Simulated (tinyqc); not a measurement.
# A finite superlattice with mass mismatch, transfer matrices, step by step

Computed by the program tinyqc: `OMP_NUM_THREADS=1 python tinyqc.py 2560115 2560116 out.jsonl`, one thread of a shared Intel Xeon 2.30GHz, about 0.02 s for the whole run. Printed values are rounded.

One electron of energy E comes from the left lead (band edge 0); no transverse momentum. Parabolic bands, masses in units of m0, C = hbar^2/(2 m0); psi and psi'/m are continuous at every interface. N periods of a barrier d1 followed by a well Lw; the right lead equals the left one.

Parameters, values chosen for the exercise; masses and offsets of a made-up heterostructure: mass in the left lead mL = 0.02 m0; barrier height U1 = 1.2 eV; barrier mass m1 = 0.13 m0; barrier width d1 = 0.5 nm; well width (edge 0, mass mL) Lw = 5.4 nm; number of periods N = 6; electron energy E = 0.683 eV.

Constants: q = 1.602176634e-19 C, hbar = 1.054571817e-34 J s, m0 = 9.1093837015e-31 kg, hbar^2/(2 m0) = 0.0380998212 eV nm^2. Results are converted to the units shown.

Range of the model: Masses are held fixed, although real bands cease to be parabolic a few tenths of an eV from their edges (inside a barrier too). Layers thinner than about 0.8 nm hold only a few atomic planes, where an effective mass is a rough description.

## Wave numbers

k = sqrt(m (E - U)/C) where E > U, K = sqrt(m (U - E)/C) where E < U; v = k/m in the leads.

Layers:
```
   U (eV)  m (m0)  d (nm)  k or K (1/nm)  which
1     1.2    0.13     0.5        1.32818      K
2       0    0.02     5.4       0.598775      k
```

vL = 29.9388 1/nm
vR = 29.9388 1/nm

## Matrices of the layers

For the pair (psi, psi'/m) a flat layer has M = [[cos kd, (m/k) sin kd], [-(k/m) sin kd, cos kd]] with k = sqrt(m (E - U)/C) above its edge U, and M = [[cosh Kd, (m/K) sinh Kd], [(K/m) sinh Kd, cosh Kd]] with K = sqrt(m (U - E)/C) below it. M12 is in nm, M21 in 1/nm.

M of layer 1:
```
         1          2
1  1.22873  0.0698841
2  7.29462    1.22873
```

M of layer 2:
```
           1            2
1  -0.995790  -0.00306175
2    2.74434    -0.995790
```

## Product of the matrices

The matrix of the later layer stands to the left: M = M_n ... M_2 M_1; det M = 1.

M of one period:
```
          1           2
1  -1.24589  -0.0733519
2  -3.89185    -1.03177
```

## N periods by the Chebyshev identity

x = (M11 + M22)/2 of one period. For |x| < 1 the energy lies in a miniband and cos(th) = x; for |x| > 1 it lies in a gap and cosh(g) = |x|. M^N = U_(N-1)(x) M - U_(N-2)(x) 1, with U_n = sin((n + 1) th)/sin th in a band and sign(x)^n sinh((n + 1) g)/sinh g in a gap.

x = -1.13883
g = 0.521024
U_(N-1) = -20.8673
U_(N-2) = 12.3495

M^N:
```
         1        2
1  13.6490  1.53066
2  81.2126  9.18084
```

The energy lies in a gap: for large N each further period divides T(E) by exp(2 g) = 2.84.

## Transmission and reflection

The matrix M carries (psi, psi'/m) across the stack, and v = k/m in each lead. psi = 1 + r at the left edge (incident amplitude 1) and t at the right edge. With det M = 1, a = i vR M11 - M21 and b = -vL vR M12 - i vL M22: t = 2 i vL/(a - b), r = -(a + b)/(a - b), T(E) = (vR/vL) |t|^2, R(E) = |r|^2.

t = 0.0191850+0.0362303i
r = 0.836424-0.546547i
T(E) = 0.00168069
R(E) = 0.998319

T(E) + R(E) = 1: the current is conserved.
